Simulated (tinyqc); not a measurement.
Inside a calculation. Model: a spin-degenerate level with charging energy between two leads, rate equations.

Numbers from tinyqc (`OMP_NUM_THREADS=1 python tinyqc.py 2780006 2780007 out.jsonl`; about 0.01 s on one thread of a shared Intel Xeon 2.30GHz). Printed values are rounded.

States 0, up, down and 2 with energies 0, e1 - Ez/2, e1 + Ez/2 and 2 e1 + U. mu_L = +V/2, mu_R = -V/2 (meV), f(x) = 1/(1 + exp(x/kB T)). A transition that adds one electron of given spin at the energy E has the rate G f(E - mu) from each lead, and its reverse G [1 - f(E - mu)]. I counts electrons leaving the left lead, times q.

Values chosen for this exercise:

| symbol | value | unit | meaning |
|---|---|---|---|
| U | 10.8 | meV | charging energy of the second electron |
| e1 | -13.71 | meV | level |
| GL | 3.4 | 1/ns | tunnel rate to the left lead |
| GR | 4.7 | 1/ns | tunnel rate to the right lead |
| T | 3 | K | temperature |
| V | 5.1 | mV | bias |
| Ez | 2.8 | meV | Zeeman splitting |
| dt | 0.059 | ns | time step |

Constants: q = 1.602176634e-19 C, kB = 1.380649e-23 J/K, Vt = kB T/q. Results are converted to the units shown.

Range of the model: Rate equations need hbar G well below kB T; cotunnelling and the Kondo effect are left out.

## Transition energies and Fermi factors

Transition energies: 0-up e1 - Ez/2, 0-down e1 + Ez/2, up-2 e1 + U + Ez/2, down-2 e1 + U - Ez/2.

| transition | E (meV) | fL | fR |
|---|---|---|---|
| 0-up | -15.1100 | 1.00000 | 1.00000 |
| 0-down | -12.3100 | 1.00000 | 1.00000 |
| up-2 | -1.5100 | 1.00000 | 0.01759 |
| down-2 | -4.3100 | 1.00000 | 0.99890 |

## Rate matrix

dp/dt = W p; W_ji is the rate from state i to j, and each column sums to zero.

W (1/ns):

|  | 0 | up | down | 2 |
|---|---|---|---|---|
| 0 | -16.2000 | 0.0000 | 0.0000 | 0.0000 |
| up | 8.1000 | -3.4827 | 0.0000 | 4.6173 |
| down | 8.1000 | 0.0000 | -8.0948 | 0.0052 |
| 2 | 0.0000 | 3.4827 | 8.0948 | -4.6225 |

## Steady state and current

Steady state: W p = 0 with sum p = 1. I = q GL sum over transitions i-j of [fL p_i - (1 - fL) p_j].

p: 0 0.000000, up 0.569886, down 0.000275, 2 0.429839
mean number of electrons = 1.42984
I = 310.589 pA

In units of q GL GR/(GL + GR) = 316 pA the current is 0.983; two independent spin channels fully inside the bias window would give 2.

## Step 1: time step

p at the start: 0 1, up 0, down 0, 2 0

Explicit Euler step: p(new) = p + dt W p.

p after step 1: 0 0.044200, up 0.477900, down 0.477900, 2 0.000000

## Step 2: time step

As before.

p after step 2: 0 0.001954, up 0.400826, down 0.270781, 2 0.326439

## Relaxation from the empty dot

Stop when no probability changes by more than 1e-8 in a step, or after 400 steps.

Course of the iteration:

| step | p(0) | p(up) | p(down) | p(2) | largest change |
|---|---|---|---|---|---|
| 1 | 0.0442000 | 0.477900 | 0.477900 | 0.000000 | 0.956 |
| 2 | 0.0019536 | 0.400826 | 0.270781 | 0.326439 | 0.326 |
| 3 | 0.0000864 | 0.408329 | 0.142491 | 0.449094 | 0.128 |
| 4 | 0.0000038 | 0.446812 | 0.074617 | 0.478567 | 0.0679 |
| 5 | 0.0000002 | 0.485377 | 0.039129 | 0.475494 | 0.0386 |
| 6 | 0.0000000 | 0.515179 | 0.020587 | 0.464234 | 0.0298 |
| 7 | 0.0000000 | 0.535790 | 0.010897 | 0.453313 | 0.0206 |
| 8 | 0.0000000 | 0.549191 | 0.005831 | 0.444978 | 0.0134 |
| ... | ... | ... | ... | ... | ... |
| 26 | 0.0000000 | 0.569885 | 0.000276 | 0.429839 | 5.17e-7 |
| 27 | 0.0000000 | 0.569885 | 0.000275 | 0.429839 | 2.82e-7 |
| 28 | 0.0000000 | 0.569885 | 0.000275 | 0.429839 | 1.54e-7 |
| 29 | 0.0000000 | 0.569886 | 0.000275 | 0.429839 | 8.38e-8 |
| 30 | 0.0000000 | 0.569886 | 0.000275 | 0.429839 | 4.55e-8 |
| 31 | 0.0000000 | 0.569886 | 0.000275 | 0.429839 | 2.47e-8 |
| 32 | 0.0000000 | 0.569886 | 0.000275 | 0.429839 | 1.34e-8 |
| 33 | 0.0000000 | 0.569886 | 0.000275 | 0.429839 | 7.26e-9 |

The steps settle after 33 steps (1.95 ns) on the steady state above. The decay rates of W are 7.95, 8.25 and 16.2 1/ns; stability needs dt below 2 over the largest, 0.123 ns.
